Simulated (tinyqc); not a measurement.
## Thickness from two neighbouring fringes

Problem. At normal incidence a transparent film with an index between those of air and substrate, taken as constant, has reflectance minima at 2 n1 d = (m + 1/2) lam (small phase shifts at the substrate neglected). Find d and the order m of the shorter wavelength.

Inputs (values chosen for the exercise):

| symbol | value | unit | meaning |
|---|---|---|---|
| n1 | 1.652 |  | index of the transparent film |

wavelengths of two neighbouring reflectance minima (nm): 472  557.81818

Solution. Neighbouring orders differ by one: 2 n1 d (1/lam1 - 1/lam2) = 1.

d = 929 nm
m = 6

Numbers from tinyqc (`OMP_NUM_THREADS=1 python tinyqc.py 2870226 2870227 out.jsonl`; about 0.01 s on one thread of a shared Intel Xeon 2.30GHz).
